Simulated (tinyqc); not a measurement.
# Changing the process temperature

Model: rapid thermal processing of a wafer: radiative balance, ramp and cooling, pattern effects, pyrometer error and spike budget. Computed by tinyqc, a small Python program. Command: `OMP_NUM_THREADS=1 python tinyqc.py 3112782 3112783 out.jsonl rtp sweep`. One thread of a shared host (Intel(R) Xeon(R) Processor @ 2.30GHz), about 0.07 s of CPU time with the checks.

The wafer is opaque and uniform through its thickness unless said otherwise; temperatures in formulas are in kelvin (C + 273.15). sigma = 5.670374419e-12 W/(cm^2 K^4).

Inputs (values chosen for the exercise, modelled on a hot silicon wafer):

| quantity | value | unit |
|---|---|---|
| wafer thickness d | 775 | micrometre |
| heat capacity per volume C | 2.12 | J/(cm^3 K) |
| thermal conductivity k | 0.29 | W/(cm K) |
| emissivity eps of each face | 0.71 | - |
| reflectivity of the chamber walls r | 0.8 | - |
| gas heat-transfer coefficient h, both faces together | 0.69 | mW/(cm^2 K) |
| wall temperature T_w | 500 | K |
| starting temperature | 450 | C |
| ramp rate | 74 | K/s |
| activation energy of the process E_a | 4 | eV |

Constants: k_B = 8.617333262e-05 eV/K.

Method:
- Effective emissivity between parallel grey plates: eps_eff = 1/(1/eps + 1/(1 - r) - 1). Loss per area q(T) = 2 eps_eff sigma (T^4 - T_w^4) + h (T - T_w).
- Absorbed power during a ramp = q(T) + C d x ramp rate; thermal time constant tau = C d/(dq/dT), dq/dT = 8 eps_eff sigma T^3 + h; natural cooling rate q/(C d); front-to-back difference under one-sided heating at the end of the ramp = (absorbed power) d/(2 k).
- Cooling with the lamps off: C d dT/dt = -q(T), integrated adaptively (relative tolerance 1e-10).
- Spike anneal: linear ramp to the peak, then lamps off. Equivalent time at the peak = int exp(-(E_a/k_B)(1/T - 1/T_peak)) dt; estimate (k_B T^2/E_a)(1/ramp rate + 1/cooling rate). The ramp part uses 4000 trapezoid steps, the cooling part 4000 steps over 4 tau.
- Time within 50 K of the peak from the same curves.

One run for each value:

| process temperature (C) | holding power q (W/cm^2) | time constant tau (s) | natural cooling rate (K/s) | equivalent time, total (s) |
|---|---|---|---|---|
| 620 | 1.47 | 24.65 | 8.97 | 2.216 |
| 710 | 2.16 | 18.97 | 13.16 | 1.920 |
| 800 | 3.05 | 14.86 | 18.54 | 1.719 |
| 980 | 5.56 | 9.55 | 33.84 | 1.486 |
| 1070 | 7.28 | 7.82 | 44.28 | 1.424 |
| 1160 | 9.36 | 6.47 | 56.96 | 1.387 |
| 1250 | 11.86 | 5.42 | 72.19 | 1.371 |

Give the missing row, process temperature (C) = 890.

Computed row; columns: (1) process temperature (C); (2) holding power q (W/cm^2); (3) time constant tau (s); (4) natural cooling rate (K/s); (5) equivalent time, total (s):
```
(1)   (2)    (3)    (4)    (5)
890  4.16  11.83  25.35  1.581
```

Interpolating between the two neighbouring rows (linearly) misses by up to 3.3 %. Over the rows, holding power q (W/cm^2) rises from 1.47 to 11.9; time constant tau (s) falls from 24.6 to 5.42; natural cooling rate (K/s) rises from 8.97 to 72.2.

Extremes, crossings and ranges named in words are read from the listed rows.
